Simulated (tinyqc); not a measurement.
Inside a calculation. Model: single-junction solar cell, detailed-balance limit.

Computed by the program tinyqc: `OMP_NUM_THREADS=1 python tinyqc.py 2820135 2820136 out.jsonl`, one thread of a shared Intel Xeon 2.30GHz, about 0.01 s for the whole run. Printed values are rounded.

Every photon above the gap Eg makes one pair and none below is absorbed; carriers thermalise at T and move without loss. Jsc = q fs X Phi(Eg, Ts); the dark current is J0 = q ge Phi(Eg, T)/ERE with the Boltzmann factor exp(V/Vt). The efficiency is the electrical power over fs X sigma Ts^4.

Inputs (values chosen for the exercise): cell temperature T = 300 K; temperature of the black-body sun Ts = 5760 K; share of the hemisphere filled by the sun fs = 2.16e-5; concentration X = 500; external radiative efficiency ERE = 0.01; number of faces that emit ge = 1; band gap Eg = 0.72 eV.

Constants: q = 1.602176634e-19 C, kB = 1.380649e-23 J/K, h = 6.62607015e-34 J s, c = 299792458 m/s, Vt = kB T/q. Results are converted to the units shown.

## Photon flux of the source, term by term

Photon flux above E from a black body at temperature T into a hemisphere: Phi(E, T) = A sum_k exp(-k E/th)[E^2 th/k + 2 E th^2/k^2 + 2 th^3/k^3], k = 1, 2, ..., with th = kB T/q in eV and A = 2 pi q^3/(h^3 c^2). The first six terms at E = Eg, T = Ts are listed; the flux takes all.

th = 0.496358 eV
A = 9.88329e22 cm^-2 s^-1 eV^-3
terms k = 1..6 (eV^3): [0.200835, 0.0136261, 0.00172979, 2.72841e-4, 4.78795e-5, 8.94404e-6]
Phi(Eg, Ts) = 2.13995e22 cm^-2 s^-1

The first term, the Boltzmann limit, holds 92.8 % of the flux.

## Photocurrent, dark current and incident power

Photon flux above E from a black body at temperature T into a hemisphere: Phi(E, T) = A sum_k exp(-k E/th)[E^2 th/k + 2 E th^2/k^2 + 2 th^3/k^3], k = 1, 2, ..., with th = kB T/q in eV and A = 2 pi q^3/(h^3 c^2). Jsc = q fs X Phi(Eg, Ts), J0 = q ge Phi(Eg, T)/ERE. Pin = fs X sigma Ts^4, sigma = 2 pi^5 kB^4/(15 h^3 c^2).

Jsc = 37028.7 mA/cm^2
J0 = 1.83006e-5 mA/cm^2
Pin = 67410.2 mW/cm^2

## Iteration 1: maximum power point by substitution

v at the start = 0

v = Vmp/Vt solves (1 + v) exp(v) = 1 + Jsc/J0; v(new) = ln[(1 + Jsc/J0)/(1 + v)].

v after iteration 1 = 21.4280

## Iteration 2: maximum power point by substitution

As before.

v after iteration 2 = 18.3177

## Course of the iteration: maximum power point by substitution

Stop when v changes by less than 1e-10, or after 40 iterations.

Course of the iteration:
```
iteration        v  |change|
1          21.4280      21.4
2          18.3177      3.11
3          18.4670     0.149
4          18.4593   7.70e-3
5          18.4597   3.96e-4
6          18.4597   2.03e-5
7          18.4597   1.04e-6
8          18.4597   5.37e-8
9          18.4597   2.76e-9
10         18.4597  1.42e-10
11         18.4597  7.28e-12
```

Converged in 11 iterations. At the end each change is about 0.051 times the one before, with alternating sign: linear convergence.

## Voltages, fill factor and efficiency

v = 18.4597

Voc = Vt ln(1 + Jsc/J0), Vmp = v Vt, Jmp = Jsc - J0 (exp(v) - 1), FF = Vmp Jmp/(Voc Jsc), efficiency Vmp Jmp/Pin.

Voc = 0.553957 V
Eg/q - Voc = 0.166043 V
Vmp = 0.477220 V
Jmp = 35125.9 mA/cm^2
FF = 0.817204
efficiency = 24.8668 %

Of the voltage deficit, Vt ln(1/ERE) = 119 mV is due to non-radiative recombination.
